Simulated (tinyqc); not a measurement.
Far from Gamma: eight-band Kane k.p model.

Eight-band Kane model, basis S, X, Y, Z times spin, zero of energy at the top of the unstrained valence band, c = hbar^2/2m0. Within each spin: H_SS = Eg + A c k^2, H_SX = i P kx (likewise Y, Z), H_XX = -Dso/3 + L kx^2 + M (ky^2 + kz^2), H_XY = N kx ky, and cyclic. Spin-orbit term (Dso/3) L.sigma on X, Y, Z with (L_k)_ij = -i epsilon_kij: <X+|H|Y+> = -i Dso/3, <X+|H|Z-> = Dso/3, <Y+|H|Z-> = -i Dso/3, <Z+|H|X-> = -Dso/3, <Z+|H|Y-> = i Dso/3, <X-|H|Y-> = i Dso/3, and their conjugates; + and - are the spin along z. Terms from inversion asymmetry are left out, so every level is twofold.

P = sqrt(Ep c); A = 1/me - Ep (Eg + 2 Dso/3)/(Eg (Eg + Dso)) keeps the electron mass; g1' = g1 - Ep/(3 Eg), g2' = g2 - Ep/(6 Eg), g3' = g3 - Ep/(6 Eg) remove the coupling to S that the Luttinger values already hold; L = -c (g1' + 4 g2'), M = -c (g1' - 2 g2'), N = -6 c g3'.

Constants: hbar^2/2m0 = 3.80998211 eV angstrom^2.

Parameters, chosen for this exercise (near those of InAs; shifted at random, so the results belong to these values and not to a real crystal): Eg = 0.393 eV (gap at Gamma to the s-like level); Dso = 0.412 eV (spin-orbit splitting); Ep = 20.6 eV (Kane energy); me = 0.0248 m0 (electron mass at Gamma); g1 = 19.88 (Luttinger gamma1); g2 = 8.55 (gamma2); g3 = 9.12 (gamma3).

Pairs 3 and 4 along [100] out to 3.2 1/angstrom, beyond the zone edge but about the reach pi/h of a grid with h = 1 angstrom, with Ep as given and with Ep rescaled so that A = 1: Ep = (1/me - 1) Eg (Eg + Dso)/(Eg + 2 Dso/3). Crossings of E = Eg/2 are found on a scan of 320 points from 0.05 to 3.2 and refined by bisection.

Levels (eV):

| kx (1/angstrom) | pair 3 | pair 4 | pair 3, rescaled | pair 4, rescaled |
|---|---|---|---|---|
| 0.0 | 0.000 | 0.393 | 0.000 | 0.393 |
| 0.4 | -1.695 | 2.214 | -1.695 | 2.660 |
| 0.8 | -6.779 | 1.515 | -6.779 | 4.959 |
| 1.2 | -15.252 | -1.782 | -15.252 | 8.157 |
| 1.6 | -27.115 | -7.544 | -27.115 | 12.486 |
| 2.0 | -42.367 | -15.661 | -42.367 | 18.004 |
| 2.4 | -61.008 | -26.047 | -61.008 | 24.727 |
| 2.8 | -83.039 | -38.640 | -83.039 | 32.662 |
| 3.2 | -108.460 | -53.391 | -108.460 | 41.813 |

A (a pure number) and L (eV angstrom^2) as given: -3.152  -6.335

rescaled Ep = 18.63 eV

A and L rescaled: 1.000  -25.409

Crossings of mid-gap:

| set | number | first kx (1/angstrom) |
|---|---|---|
| as given | 1 | 0.998 |
| rescaled | 0 | - |

Is the parameter set safe for a calculation on a fine real-space grid?

No. A level crosses the middle of the gap at kx = 0.998 1/angstrom; a grid of step h reaches k = pi/h, so one with h below about 3.1 angstrom can return spurious states, and finite differences, which weaken the linear term at large k, can do so on coarser grids too. At large kx the S and X states dominate and (A c k^2)(L k^2) - P^2 k^2 must vanish for a state in the gap, which needs A L > 0, near k = P/sqrt(A c L); here A = -3.152 and L = -6.335 have the same sign, which puts the estimate at 1.02 1/angstrom. In the rerun with Ep = 18.63 eV, A = 1.000 and L = -25.409 have opposite signs, and no level crosses, so the rescaling cures it. Electron, heavy- and light-hole masses at Gamma are the same for both sets.

(tinyqc, `OMP_NUM_THREADS=1 python tinyqc.py 1050931 1050932 out.jsonl`, Intel(R) Xeon(R) Processor @ 2.30GHz, 1 thread, shared host, about 0.09 s.)
